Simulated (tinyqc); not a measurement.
The window in starting coverage: bottom-up copper filling of a trench by curvature-enhanced accelerator coverage. Computed by tinyqc, a small Python program. Command: `OMP_NUM_THREADS=1 python tinyqc.py 3013061 3013062 out.jsonl superfill walk`. One thread of a shared host (Intel(R) Xeon(R) Processor @ 2.30GHz), about 0.07 s of CPU time with the checks.

A rectangular trench keeps vertical walls and a flat floor. An accelerator floats on the surface; where area is lost in the corners it is passed on to the floor.

Inputs (values chosen for the exercise, close to those used for damascene copper plating):
```
quantity                                           value     unit
trench width w                                       410       nm
aspect ratio h/w                                     1.2        -
exchange current of the suppressed surface i_0     0.032  mA/cm^2
exchange current of the accelerated surface i_1      1.5  mA/cm^2
transfer coefficient alpha                          0.35        -
overpotential eta                                   0.12        V
adsorption rate k_a                              3.4e-05      1/s
cupric ion concentration C                          0.56    mol/l
diffusivity D                                    4.3e-06   cm^2/s
boundary layer delta                                  52       um
temperature T                                        298        K
```

Constants: e = 1.602176634e-19 C; N_A = 6.02214076e+23 1/mol; k_B = 8.617333262e-05 eV/K.

Method. Kinetic current i_k = [i_0 (1 - theta) + i_1 theta] exp(alpha eta/(k_B T)), limit i_L = 2 F D C/delta, i = 1/(1/i_k + 1/i_L); velocity v = i Omega/(2F), Omega = 7.11 cm^3/mol, F = e N_A. Depletion inside the trench is ignored. Half width x, floor height y, depth h = aspect ratio x w. dx/dt = -v_s, dy/dt = v_b. d theta_b/dt = k_a (1 - theta_b) + [theta_s v_b + theta_b v_s]/x: the floor takes the accelerator of the wall it covers and keeps its own as it narrows. d theta_s/dt = k_a (1 - theta_s). theta_b is capped at 1. Integrate (tolerance 1e-9) until the walls meet (x = 0.02 w/2) or the floor passes the original mouth y = h. Start: x = w/2, y = 0, theta_b = theta_s = theta_0. Height filled = y/h, opening left = x/(w/2).

Outcome:
```
theta_0  v(1)/v(theta_0)  height filled  opening left  time (s)
0.001             41.343         1.0000       0.11278    1416.1
0.003             38.015         1.0000       0.11723    1372.5
0.010             29.664         1.0000       0.13300    1231.4
0.020             22.586         1.0000       0.15448    1059.5
0.050             13.182         1.0000       0.19982     714.8
0.100              7.803         1.0000       0.21673     454.3
0.200              4.321         1.0000       0.13942     287.0
0.400              2.310         0.8169       0.02000     177.0
0.800              1.224         0.4945       0.02000      94.1
```

What does the comparison show, and why?

The fill succeeds for theta_0 from 0.001 to 0.2 among these rows, with the widest margin at 0.1. Too much speeds the walls as well and removes the contrast.
